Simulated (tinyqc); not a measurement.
Deformation-potential model of the L valleys of a conduction band, step by step. Values are carried at full precision from step to step, so a last printed digit may differ when a step is redone from the rounded ones.

s11 = (C11 + C12)/((C11 - C12)(C11 + 2 C12)), s12 = -C12/((C11 - C12)(C11 + 2 C12)), s44 = 1/C44; exx = s11 sxx + s12 (syy + szz) and cyclic, exy = s44 sxy/2; tension is positive. A uniaxial stress X along the unit vector n is s_ij = X n_i n_j.

Constants: kB = 8.617333262e-05 eV/K; hbar^2/2m0 = 3.80998211 eV angstrom^2.

Parameters, chosen for this exercise (near those of Ge; the results hold for these values, not for the real material): C11 = 129.1 GPa; C12 = 48.6 GPa; C44 = 65.3 GPa; load = uniaxial [100] (kind of stress); X = 0.27 GPa (stress); Xd = -6.34 eV (dilation potential); Xu = 17.05 eV (uniaxial potential); T = 200 K (temperature); ml = 1.576 m0 (longitudinal mass); mt = 0.084 m0 (transverse mass).

## Strain from a uniaxial [100] stress

Form the compliances and the strain.

s11, s12, s44 (1/TPa): 9.7545  -2.6678  15.3139

strain tensor:
```
,x,y,z
x,0.002634,0.000000,0.000000
y,0.000000,-0.000720,0.000000
z,0.000000,0.000000,-0.000720
```

## Valley shifts

Valleys with axes along [111], [1-1-1], [-11-1] and [-1-11], one whole valley each. Herring-Vogt shift of a valley with unit axis a: dE = Xd tr(e) + Xu a.e.a. Non-degenerate shares n_i = exp(-dE_i/kT)/sum_j exp(-dE_j/kT). Inverse mass tensor of a valley: (1 - a a)/mt + a a/ml; the masses are taken as independent of strain.

Apply the Herring-Vogt formula to each valley.

Xd tr(e) = -7.56 meV

a.e.a: [111] 0.000398, [1-1-1] 0.000398, [-11-1] 0.000398, [-1-11] 0.000398

shifts dE (meV): [111] -0.78, [1-1-1] -0.78, [-11-1] -0.78, [-1-11] -0.78

All valleys shift alike: this load keeps them equivalent by symmetry.

## Shares of the electrons

Boltzmann factors of the shifts.

kT = 17.235 meV

shares: [111] 0.2500, [1-1-1] 0.2500, [-11-1] 0.2500, [-1-11] 0.2500

effective number of valley axes, 1/(largest share) = 4.000

## Conductivity mass tensor

With one scattering time for all valleys the conductivity goes as M = sum_i n_i (inverse mass tensor of valley i); along the unit vector u, 1/m_c = u.M.u. Without stress 1/m_c = (1/ml + 2/mt)/3. Take u along [1-10].

M (1/m0):
```
,x,y,z
x,8.148,0.000,0.000
y,0.000,8.148,0.000
z,0.000,0.000,8.148
```

m_c along [1-10] = 0.1227 m0
m_c without stress = 0.1227 m0

The mobility along [1-10] does not change; with all electrons in the valleys lightest or heaviest along this direction it would change by +46 or -46 %.

## Effective density of states

Each of the 4 whole valleys has m_d = (ml mt^2)^(1/3) and N = 2 (m_d kT/(4 pi c))^(3/2), c = hbar^2/2m0. Counted from the lowest edge, Nc = N x sum_i exp(-(dE_i - dE_min)/kT). 1 angstrom^-3 = 1e24 cm^-3.

m_d = 0.2232 m0
N of one valley = 1.440e+18 cm^-3
Nc under stress = 5.762e+18 cm^-3
Nc without stress = 5.762e+18 cm^-3

## Piezoresistance from repopulation

For small stress d(rho)/rho = pi X. For valleys on the <111> axes pi11 = pi12 = 0 and pi44 = -Xu s44/(3 kT) x (K - 1)/(2K + 1), K = ml/mt. For stress along [110]: pi_l = (pi11 + pi12 + pi44)/2 with the current along it and pi_t = (pi11 + pi12 - pi44)/2 with the current along [1-10]. 1/GPa = 100 x 1e-11/Pa.

K = 18.762

pi11, pi12, pi44 (1e-11/Pa): 0.0  0.0  -232.8

pi_l, pi_t for [110] (1e-11/Pa): -116.4  116.4

Only the transfer between valleys is counted; changes of mass and of intervalley scattering add to it in a real crystal.

## Checks

- Conductivity mass at zero stress against 3/(1/ml + 2/mt): both 0.1227293.
- Piezoresistance coefficients by finite differences against the closed form: largest difference 1.8e-08.

Run: tinyqc, `OMP_NUM_THREADS=1 python tinyqc.py 1080685 1080686 out.jsonl`; Intel(R) Xeon(R) Processor @ 2.30GHz, one thread, shared host; about 0.01 s of CPU time with all checks.
